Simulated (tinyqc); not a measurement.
On-chip interconnect, size-dependent resistivity and RC delay: two steps of the calculation.

A rectangular line between two neighbours and two ground planes. Surface and grain-boundary scattering are added to the bulk resistivity as corrections; capacitances are parallel-plate values without fringing; inductance is ignored.

Inputs (values chosen for the exercise); metal values close to those of copper:
- Lw = 100 um (line length)
- Rd = 520 ohm (driver resistance)
- Cl = 0.21 fF (load capacitance)
- dt = 5.7 ps (time step)

Problem 1. Ladder and Elmore delays. 7 equal pi sections: series Rs = r Lw/7; node capacitances c Lw/7, halved at nodes 0 and 7, with Cl added to node 7; Rd feeds node 0. Elmore delay of node k: the sum, over the resistors on the path to k, of resistance times all capacitance downstream of it.

r = 3.3514603 ohm/um
c = 0.36435840 fF/um

Give: Rs; C; Elmore delay.

Solution 1.

Rs = 47.88 ohm

```
node  C (fF)  Elmore delay (ps)
0      2.603              19.06
1      5.205              20.69
2      5.205              22.07
3      5.205              23.20
4      5.205              24.08
5      5.205              24.71
6      5.205              25.10
7      2.813              25.23
```

The far-end value equals Rd (c Lw + Cl) + r Lw (c Lw/2 + Cl) for any number of pi sections; the line resistance contributes 24.5 % of it.

Problem 2. Node voltages after a time step. A 1 V step is applied behind Rd at t = 0. C dv/dt = -G v + b, with G the conductance matrix of the ladder (1/Rs between neighbours, 1/Rd added at node 0) and b = (1 V/Rd, 0, ...). Trapezoidal step: (C/dt + G/2) v(new) = (C/dt - G/2) v + b.

Rs = 47.878004 ohm

```
node     C (fF)  v at t = 1 dt (V)
0     2.6025600         0.48243337
1     5.2051200         0.36379889
2     5.2051200         0.27697585
3     5.2051200         0.21437223
4     5.2051200         0.17051383
5     5.2051200         0.14156556
6     5.2051200         0.12499612
7     2.8125600         0.11935663
```

Give: v at t = 2 dt.

Solution 2.

v at t = 2 dt, node 0 to 7 (V): [0.4215, 0.4366, 0.4262, 0.4046, 0.3809, 0.3607, 0.3473, 0.3424]

Computed by the program tinyqc: `OMP_NUM_THREADS=1 python tinyqc.py 2100003 2100004 out.jsonl`, one thread of a shared Intel Xeon 2.30GHz, about 0.01 s for the whole run.
